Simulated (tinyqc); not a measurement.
Velocity overshoot from momentum and energy balance equations after a field step: one step, computed by the program tinyqc. Command: `OMP_NUM_THREADS=1 python tinyqc.py 3018018 3018019 out.jsonl overshoot walk`. One thread of a shared host (Intel(R) Xeon(R) Processor @ 2.30GHz), about 0.02 s of CPU time with the checks.

At t = 0 the field jumps from 0 to F in a uniform sample. v is the drift velocity and u = w - (3/2) k_B T the excess energy per carrier.

Question. Constants and steady state. dv/dt = e F/m - v/tau_m(u), du/dt = e F v - u/tau_E, tau_m(u) = tau_0/(1 + c u), tau_0 = m mu_0/e, c = mu_0/(e tau_E v_s^2); this choice gives the steady state v (1 + mu_0 F v/v_s^2) = mu_0 F, which saturates at v_s. Steady velocity v = 2 mu_0 F/(1 + sqrt(1 + 4 (mu_0 F/v_s)^2)); u = e F v tau_E; carrier temperature T + 2u/(3 k_B), neglecting the drift energy m v^2/2.

Inputs (values chosen for the exercise, modelled on electrons in 4H-SiC except for tau_E):

| quantity | value | unit |
|---|---|---|
| effective mass m | 0.34 | m_0 |
| low-field mobility mu_0 | 980 | cm^2/(V s) |
| saturation velocity v_s | 1.8 | 1e7 cm/s |
| energy relaxation time tau_E | 0.71 | ps |
| field after the step F | 24 | kV/cm |
| lattice temperature T | 300 | K |

Scheme: implicit in the damping.

Constants: m_0 = 9.1093837015e-31 kg; e = 1.602176634e-19 C; k_B = 8.617333262e-05 eV/K.

Give: tau_0; c; acceleration e F/m; steady velocity; steady excess energy; steady carrier temperature.

Answer.

tau_0 = 189.4 fs

c = 4.260 1/eV

acceleration e F/m = 0.01242 1e7 cm/s per fs

steady velocity = 1.239 1e7 cm/s

steady excess energy = 0.2110 eV

steady carrier temperature = 1933 K

tau_E/tau_0 = 3.75, and in the steady state tau_m has shrunk to 99.8 fs.
